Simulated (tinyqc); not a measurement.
Which single mass stands for the valley: donor in an ellipsoidal valley (Kohn-Luttinger variational method). Computed by tinyqc, a small Python program. Command: `OMP_NUM_THREADS=1 python tinyqc.py 3025997 3025998 out.jsonl kohnlutt walk`. One thread of a shared host (Intel(R) Xeon(R) Processor @ 2.30GHz), about 0.03 s of CPU time with the checks.

H = -(d^2/dx^2 + d^2/dy^2) - gamma d^2/dz^2 - 2/r in units built on m_t, with gamma = m_t/m_l and z along the valley axis. One valley; no valley-orbit or central-cell term.

Inputs (values chosen for the exercise, modelled on silicon): transverse mass m_t = 0.193 m_0; longitudinal mass m_l = 0.915 m_0; dielectric constant eps = 11.8.

Constants: Ry = 13.605693123 eV; a_0 = 0.529177210903 angstrom.

Method:
- Ry* = Ry m_t/eps^2, a* = a_0 eps/m_t, gamma = m_t/m_l.
- Trial function exp(-sqrt((x^2 + y^2)/a^2 + z^2/b^2)) with beta = b/a < 1: E = t/a^2 - u/a, t = (2 + gamma/beta^2)/3, u = 2 arcsin(sqrt(1 - beta^2))/sqrt(1 - beta^2); the best a is 2 t/u and E(beta) = -u^2/(4 t).
- Golden-section search on beta from 0.05 to 0.999, 60 steps.
- Gaussian basis: g = P exp(-al (x^2 + y^2) - be z^2) with P = 1 (s-like), z (2p0) or x (2p+-); al = 0.004 x 2.6^k, k = 0..11, and be/al = 1, gamma^(-1/2) or 1/gamma (36 functions); 1/r = (2/sqrt(pi)) int exp(-t^2 r^2) dt by 48 Gauss-Legendre points after t = sqrt(al_i + al_j) tan(theta); overlap eigenvalues below 1e-10 are dropped.
- A hydrogenic level is Ry m/eps^2 for one mass m; errors are against the Gaussian basis.

gamma = 0.210929

1s binding energy, Gaussian basis = 29.4562 meV

1s binding energy, trial function = 29.4175 meV

1s binding energy:
```
rule                                      mass (m_0)  binding (meV)  error (%)
transverse mass                              0.19300         18.859     -35.98
conductivity mass 3/(2/m_t + 1/m_l)          0.26188         25.589     -13.13
density-of-states mass (m_t^2 m_l)^(1/3)     0.32422         31.681       7.55
longitudinal mass                            0.91500         89.408     203.53
trial function with a and b                        -         29.417      -0.13
mass that fits 1s                            0.30145         29.456       0.00
```

The conductivity mass, which is what a spherical trial function (a = b) gives, falls short by 13.1 %, as a restricted variational bound must; the density-of-states mass is off by +7.6 %. The mass that fits lies between the two.

Extremes, crossings and ranges named in words are read from the listed rows.
